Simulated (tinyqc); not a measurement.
Haynes-Shockley experiment: drift, diffusion and decay of a minority-carrier pulse. Changing the distance d to the collector. Computed by tinyqc, a small Python program. Command: `OMP_NUM_THREADS=1 python tinyqc.py 3111735 3111736 out.jsonl haynes sweep`. One thread of a shared host (Intel(R) Xeon(R) Processor @ 2.30GHz), about 0.02 s of CPU time with the checks.

A thin sheet of excess carriers is made at x = 0, t = 0 in a long uniform bar; injection is low, so the pulse moves with the minority mobility.

Inputs (values chosen for the exercise, modelled on electrons in p-type germanium in a lightly doped bar):

| quantity | value | unit |
|---|---|---|
| minority mobility mu | 3750 | cm^2/(V s) |
| lifetime tau | 28 | microsecond |
| temperature T | 300 | K |
| field F | 13 | V/cm |
| injected sheet density N0 | 1.3e+09 | 1/cm^2 |

Constants: k_B = 8.617333262e-05 eV/K.

Method:
- D = mu k_B T/e, v = mu F.
- Transit time d/v, diffusion length sqrt(D tau), drift length v tau, Peclet number v d/D = e F d/(k_B T).
- dn(x, t) = N0/sqrt(4 pi D t) exp(-(x - v t)^2/(4 D t) - t/tau).
- At fixed x the signal peaks where d ln(dn)/dt = 0: a t^2 + t/2 - x^2/(4 D) = 0 with a = v^2/(4 D) + 1/tau.
- The full width at half maximum is found by solving dn(x, t) = peak/2 on both sides of the peak.
- With w the full width at half maximum: mu = d/(F t_p); D = (w d)^2/(16 ln2 t_p^3); Einstein ratio D/mu against k_B T/e.

One run for each value:

| distance d to the collector (cm) | width at half maximum (microsecond) | peak density (1/cm^3) | error of mu (%) | Peclet number |
|---|---|---|---|---|
| 0.079 | 0.839 | 2.783e+10 | 2.840 | 39.7 |
| 0.110 | 0.994 | 2.301e+10 | 2.115 | 55.3 |
| 0.160 | 1.203 | 1.837e+10 | 1.542 | 80.5 |
| 0.220 | 1.414 | 1.498e+10 | 1.199 | 110.6 |
| 0.320 | 1.709 | 1.154e+10 | 0.914 | 160.9 |
| 0.630 | 2.402 | 6.550e+09 | 0.607 | 316.8 |
| 0.890 | 2.857 | 4.555e+09 | 0.515 | 447.5 |

Give the missing row, distance d to the collector (cm) = 0.450.

Computed row; columns: (1) distance d to the collector (cm); (2) width at half maximum (microsecond); (3) peak density (1/cm^3); (4) error of mu (%); (5) Peclet number:
```
(1)      (2)        (3)    (4)    (5)
0.450  2.029  8.843e+09  0.734  226.3
```

Interpolating between the two neighbouring rows (the first column on a logarithmic scale, the others too where they are positive) misses most in peak density (1/cm^3), by 1.9 %. Over the rows, width at half maximum (microsecond) rises from 0.839 to 2.86 (exponent d ln y / d ln x about 0.51 throughout); peak density (1/cm^3) falls from 2.78e10 to 4.55e9 (exponent d ln y / d ln x -0.57 between the first rows and -1.1 between the last); error of mu (%) falls from 2.84 to 0.515 (exponent d ln y / d ln x -0.89 between the first rows and -0.48 between the last). The exponent of width at half maximum stays between 0.50 and 0.51, near 0.50: the spread grows as sqrt(t).

Extremes, crossings and ranges named in words are read from the listed rows.
